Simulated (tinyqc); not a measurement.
# Off-state leakage of single and stacked transistors: subthreshold current against the height of the stack

n-channel devices of unit width. Subthreshold current I(Vg, Vs, Vd) = I0 (T/300 K)^0.5 exp[(Vg - Vs - VT(T) - gb (Vs - Vb) + dd (Vd - Vs))/(nf Vt)] (1 - exp(-(Vd - Vs)/Vt)), VT(T) = VT - cT (T - 300 K). Gate-edge tunnelling Ig (Vd/1 V) exp(ag (Vd - 1 V)), for a gate at 0 V, and band-to-band leakage Ab u exp(-Bb/u), u = Vd - Vb + 1 V, flow at a drain held at V; both are taken as independent of T. In a stack of off transistors (all gates at 0 V) the same subthreshold current passes through each.

All n gates at 0 V, bottom source at 0 V, top drain at V; node voltages follow from equal currents.

Parameters, values chosen for the exercise; values of the order met in bulk silicon logic transistors:

| symbol | value | unit | meaning |
|---|---|---|---|
| T | 330 | K | temperature |
| V | 0.8 | V | supply voltage |
| VT | 0.25 | V | threshold at 300 K, zero drain and body bias |
| cT | 0.7 | mV/K | fall of the threshold with temperature |
| I0 | 0.15 | uA/um | current at threshold at 300 K |
| nf | 1.4 |  | slope factor |
| dd | 0.05 |  | drain-induced lowering per volt |
| gb | 0.13 |  | rise of the threshold per volt of source-body bias |
| Vb | 0 | V | body voltage |

Constants: q = 1.602176634e-19 C, kB = 1.380649e-23 J/K, Vt = kB T/q. Results are converted to the units shown.

Subthreshold current against the height of the stack:
```
n	I (nA/um)	reduction factor	drain voltage of the bottom device (mV)	source voltage of the top device (mV)	voltage across the top device (V)
1	1.3648	1.0000	800.00	0	0.80000
2	0.40260	3.3899	41.189	41.189	0.75881
3	0.23986	5.6899	18.014	58.662	0.74134
4	0.17147	7.9593	11.735	69.986	0.73001
5	0.13363	10.213	8.7360	78.398	0.72160
6	0.10956	12.457	6.9684	85.100	0.71490
```

The second transistor cuts the current by a factor of 3.39, the third by a further 1.68 and the sixth by 1.22. The top device keeps 89.4 % of the supply at n = 6, while the drain voltage of the bottom one falls to 0.245 Vt.

Computed by the program tinyqc: `OMP_NUM_THREADS=1 python tinyqc.py 2242206 2242207 out.jsonl`, one thread of a shared Intel Xeon 2.30GHz, about 0.03 s for the whole run.
